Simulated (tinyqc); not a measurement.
What the shift does to the intrinsic density: temperature and isotope dependence of a band gap in oscillator models.

E(T) = E0 - sum_i sl_i th_i n_i(T), n = 1/(exp(th/T) - 1). The same coupling lowers the gap at 0 K by the zero-point term ZP = sum_i sl_i th_i/2, so the gap of the static lattice is E0 + ZP. Thermal expansion is taken as part of the slopes.

Constants: kB = 8.617333262e-05 eV/K; hbar^2/2m0 = 3.80998211 eV angstrom^2.

Parameters, chosen for this exercise (near those of InAs; shifted at random, so the results belong to these values and not to a real crystal):
- E0 = 0.418 eV (gap at 0 K)
- th = (48, 185) K (temperatures of two oscillators)
- sl = (0.0992, 0.1688) meV/K (their high-temperature slopes)
- mm = 0.09 m0 (geometric mean of the density-of-states masses)

ni = 2 (mm kT/(4 pi c))^(3/2) exp(-E/2kT), c = hbar^2/2m0, with E(T) and with E0; 1 angstrom^-3 = 1e24 cm^-3. Apparent gap from an Arrhenius plot of ni/T^(3/2): E(T) - T dE/dT, dE/dT = -sum sl_i (th_i/T)^2 n_i (1 + n_i).

Results:
```
T (K)  E(T) (eV)  ni (cm^-3)  ni with E(T) / ni with E0  apparent gap (eV)
200       0.3799    6.02e+12                      3.018             0.4311
250       0.3670    1.03e+14                      3.266             0.4321
300       0.3539    7.21e+14                      3.452             0.4327
350       0.3408    3.01e+15                      3.598             0.4332
400       0.3275    9.01e+15                      3.714             0.4335
500       0.3010    4.43e+16                      3.888             0.4340
700       0.2477    3.10e+17                      4.103             0.4346
```

Using E0 in place of E(T) understates ni by a factor that rises from 3.02 to 4.10, towards exp(sum sl/2kB) = 4.7. The slope of an Arrhenius plot returns neither E(T) nor E0 but the intercept of the tangent, 0.4327 eV at 300 K, which lies 15 meV above E0 and tends to the static gap 0.4360 eV.

Computed by tinyqc, a small Python program: `OMP_NUM_THREADS=1 python tinyqc.py 1850642 1850643 out.jsonl` (the numbers bound the seed that draws the inputs); one thread of a shared host (Intel(R) Xeon(R) Processor @ 2.30GHz), about 0.01 s for the whole set of steps.
